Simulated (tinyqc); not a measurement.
Velocity overshoot from momentum and energy balance equations after a field step: one step, computed by the program tinyqc.

At t = 0 the field jumps from 0 to F in a uniform sample. v is the drift velocity and u = w - (3/2) k_B T the excess energy per carrier.

Task: First four steps. dv/dt = e F/m - v/tau_m(u), du/dt = e F v - u/tau_E, tau_m(u) = tau_0/(1 + c u), tau_0 = m mu_0/e, c = mu_0/(e tau_E v_s^2); this choice gives the steady state v (1 + mu_0 F v/v_s^2) = mu_0 F, which saturates at v_s. Step: v_new = v + dt (e F/m - v/tau_m(u)), u_new = u + dt (e F v - u/tau_E). Start v = u = 0; the distance adds dt (v + v_new)/2.

Inputs (values chosen for the exercise, modelled on electrons in silicon except for tau_E):
```
quantity,value,unit
energy relaxation time tau_E,0.29,ps
field after the step F,9.3,kV/cm
lattice temperature T,300,K
time step dt,11,fs
```

Scheme: explicit Euler.

c = 54.63543 1/eV

tau_0 = 206.9569 fs

acceleration e F/m = 0.006291164 1e7 cm/s per fs

Give: Steps.

Result:

Steps:
```
step,t (fs),v (1e7 cm/s),u (eV),tau_m (fs)
1,11,0.06920,0,206.96
2,22,0.13473,7.0794e-05,206.16
3,33,0.19674,2.0594e-04,204.65
4,44,0.25537,3.9939e-04,202.54
```

After the first step u is still 0, below the drift energy m v^2/2, because the explicit scheme uses the old v: an error of the finite time step.
